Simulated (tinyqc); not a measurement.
Worked calculation: tight binding, dimerised chain. One step of it, computed by the program tinyqc.

Problem. Bloch Hamiltonian at k. H_AA = +delta, H_BB = -delta, H_AB = -t1 - t2 exp(-i k a).

Parameters chosen for this model:

| parameter | value | unit |
|---|---|---|
| t1 | 1.290000 | eV, inside the cell |
| t2 | 1.590000 | eV, between cells |
| delta | 0 | eV, +/- on the two sites |

k point k (2 pi / a): 0.240000

Give: H(k) at k.

Solution.

H(k) at k (eV):
```
               A              B
A          0.000  -1.390+1.587i
B  -1.390-1.587i          0.000
```
